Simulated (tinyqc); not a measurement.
# Double-gate transistor, scale length and short-channel effects: effect of the relative permittivity of the insulator

A body of thickness ts between two insulators of thickness ti and two tied gates. Below threshold the potential that source and drain add obeys Laplace's equation and vanishes on the gate. Its lowest mode decays along the channel as exp(-k y); k is the smallest positive root of the matching condition at the interface, and the scale length is Lambda = pi/k.

k is the smallest positive root of f(k) = ei cos(k ti) cos(k ts/2) - eps_r sin(k ti) sin(k ts/2). Along the channel psi(y) = s + a exp(y/l) + b exp(-y/l) with psi(0) = Vbi, psi(L) = Vbi + Vds and l = 1/k = Lambda/pi; with A = Vbi - s, B = A + Vds, x = exp(-L/l): a = (B - A x) x/(1 - x^2), b = (A - B x)/(1 - x^2). The minimum is s + 2 sqrt(a b), at y = (l/2) ln(b/a). The long-channel potential follows the gate as s = sT + (Vg - VTL)/m, and the threshold VT is the gate voltage at which the minimum equals sT. Swing = m Vt ln 10/g at threshold, g = d(minimum)/ds = 1 - (b x + a)/((1 + x) sqrt(a b)). DIBL = [VT(0.05 V) - VT(Vds)]/(Vds - 0.05 V). sT and Vbi are held fixed; m = 1.

Parameters, values chosen for the exercise; permittivities: semiconductor made up, insulator close to that of silicon nitride: temperature T = 250 K; relative permittivity of the semiconductor eps_r = 20.1; insulator thickness ti = 2.3 nm; body thickness ts = 13.5 nm; channel length L = 76 nm; potential of the source Vbi = 1.03 V; potential of the barrier top at threshold sT = 0.57 V; drain voltage Vds = 0.8 V.

Constants: q = 1.602176634e-19 C, kB = 1.380649e-23 J/K, Vt = kB T/q. Results are converted to the units shown.

Effect of the relative permittivity of the insulator:

| ei | Lambda (nm) | L/Lambda | VT - VTL at Vds (mV) | DIBL (mV/V) | swing (mV/decade) |
|---|---|---|---|---|---|
| 3.9 | 30.97 | 2.454 | -33.84 | 16.56 | 52.07 |
| 5.7 | 26.66 | 2.851 | -17.73 | 8.644 | 50.90 |
| 8.5 | 23.10 | 3.290 | -8.789 | 4.274 | 50.25 |
| 12 | 20.72 | 3.669 | -4.818 | 2.340 | 49.96 |
| 18 | 18.58 | 4.091 | -2.472 | 1.200 | 49.79 |
| 27 | 17.02 | 4.466 | -1.370 | 0.6649 | 49.71 |
| 40 | 15.94 | 4.769 | -0.8507 | 0.4127 | 49.67 |

What does the comparison show?

As ei goes from 3.9 to 40, Lambda falls from 31.0 to 15.9 nm, DIBL falls from 16.6 to 0.413 mV/V and the swing falls from 52.1 to 49.7 mV a decade. On average Lambda goes as ei^(-0.29).

Computed by the program tinyqc: `OMP_NUM_THREADS=1 python tinyqc.py 2420062 2420063 out.jsonl`, one thread of a shared Intel Xeon 2.30GHz, about 0.01 s for the whole run.
